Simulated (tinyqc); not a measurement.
Inputs raised by 2 %, one at a time: strain-driven roughening and islands of a mismatched epitaxial film. Computed by tinyqc, a small Python program. Command: `OMP_NUM_THREADS=1 python tinyqc.py 3011824 3011825 out.jsonl island sens`. One thread of a shared host (Intel(R) Xeon(R) Processor @ 2.30GHz), about 0.01 s of CPU time with the checks.

Film and substrate share isotropic elastic constants; the film is coherent and biaxially strained.

Inputs (values chosen for the exercise, modelled on Si(0.5)Ge(0.5) on Si): misfit |f| = 0.0214; shear modulus G = 56.8 GPa; Poisson ratio nu = 0.26; surface energy gamma = 1.17 J/m^2; contact angle of the shallow shape theta_1 = 10.6 degrees; contact angle of the steep shape theta_2 = 23.9 degrees; facet energy of shape 1 over gamma = 0.9973; facet energy of shape 2 over gamma = 1.053; wetting energy gamma_s - gamma = 0.086 J/m^2; decay length of wetting delta = 0.47 nm; surface mobility D_s nu_s Omega^2/(k_B T) = 8.1e-32 m^6/(J s); island volume V = 12000 nm^3.

Transport: surface diffusion.

Constants: e = 1.602176634e-19 C.

Method:
- M = 2 G (1 + nu)/(1 - nu); stress = M f; energy density w = M f^2.
- A ripple A cos(k x) has the surface chemical potential per volume [gamma k^2 - 2 (1 + nu) w k] A cos(k x), so k_c = 2 (1 + nu) w/gamma. With surface diffusion the amplitude grows at the rate q = B k^2 [2 (1 + nu) w k - gamma k^2], fastest at k_m = (3/4) k_c. B is the surface mobility.
- The surface energy depends on thickness as gamma + (gamma_s - gamma) exp(-h/delta). Its curvature adds W2 = (gamma_s - gamma) exp(-h/delta)/delta^2 to the restoring terms; the flat film is stable while W2 > (1 + nu)^2 w^2/gamma, which gives h_c = delta ln[(gamma_s - gamma) gamma/(delta^2 (1 + nu)^2 w^2)], or 0 if negative.
- Shallow faceted island (Tersoff form): E = 4 Gam V^(2/3) tan^(1/3)(theta) - 6 c V tan(theta), Gam = gamma [x/sin(theta) - 1/tan(theta)], x the facet energy over gamma, c = stress^2 (1 - nu)/(2 pi G).
- The barrier is the maximum of E, at V_c = [4 Gam/(9 c)]^3 / tan^2(theta) (1 GPa nm = 1 J/m^2).
- The two energies cross at V_x^(1/3) = 4 [Gam_2 t2^(1/3) - Gam_1 t1^(1/3)]/(6 c (t2 - t1)), t = tan(theta); mu = dE/dV.

Runs; columns: (1) input moved; (2) from; (3) to; (4) fastest wavelength (nm); (5) wetting-layer thickness h_c (nm); (6) barrier, shape 1 (eV); (7) crossing volume V_x (nm^3):
```
(1)                                                      (2)       (3)     (4)     (5)     (6)    (7)
base run                                                   -         -  43.910  1.6916  5.3075   6395
misfit |f|                                            0.0214  0.021828  42.205  1.6543  4.9033   5678
shear modulus G (GPa)                                   56.8    57.936  43.049  1.6730  5.1014   6026
Poisson ratio nu                                        0.26    0.2652  43.243  1.6772  5.1476   6108
contact angle of the shallow shape theta_1 (degrees)    10.6    10.812  43.910  1.6916  5.6427   6549
contact angle of the steep shape theta_2 (degrees)      23.9    24.378  43.910  1.6916  5.3075   5976
wetting energy gamma_s - gamma (J/m^2)                 0.086   0.08772  43.910  1.7009  5.3075   6395
facet energy of shape 2 over gamma                     1.053   1.07406  43.910  1.6916  5.3075  10590
```

Exponents ln(y'/y) / ln(x'/x):
```
input                                       fastest wavelength  wetting-layer thickness h_c  barrier, shape 1  crossing volume V_x
misfit |f|                                              -2.000                       -1.124            -4.000               -6.000
shear modulus G                                         -1.000                       -0.559            -2.000               -3.000
Poisson ratio nu                                        -0.772                       -0.431            -1.544               -2.316
contact angle of the shallow shape theta_1               0.000                        0.000             3.092                1.202
contact angle of the steep shape theta_2                 0.000                        0.000             0.000               -3.420
wetting energy gamma_s - gamma                           0.000                        0.277             0.000                0.000
facet energy of shape 2 over gamma                       0.000                        0.000             0.000               25.474
```

Which inputs matter most for each result?

Among the inputs moved here: fastest wavelength answers most in size to misfit |f| (exponent -2.000), next to shear modulus G (-1.000); its exponent is below 0.0005 for contact angle of the shallow shape theta_1, contact angle of the steep shape theta_2, wetting energy gamma_s - gamma, facet energy of shape 2 over gamma. Its exponent -2.000 in misfit |f|: gamma over the strain energy density. Wetting-layer thickness h_c answers most in size to misfit |f| (exponent -1.124), next to shear modulus G (-0.559); its exponent is below 0.0005 for contact angle of the shallow shape theta_1, contact angle of the steep shape theta_2, facet energy of shape 2 over gamma. barrier, shape 1 answers most in size to misfit |f| (exponent -4.000), next to contact angle of the shallow shape theta_1 (+3.092); its exponent is below 0.0005 for contact angle of the steep shape theta_2, wetting energy gamma_s - gamma, facet energy of shape 2 over gamma. Its exponent -4.000 in misfit |f|: Gam^3/c^2. Crossing volume V_x answers most in size to facet energy of shape 2 over gamma (exponent +25.474), next to misfit |f| (-6.000); its exponent is below 0.0005 for wetting energy gamma_s - gamma. Its exponent -6.000 in misfit |f|: (Gam/c)^3.
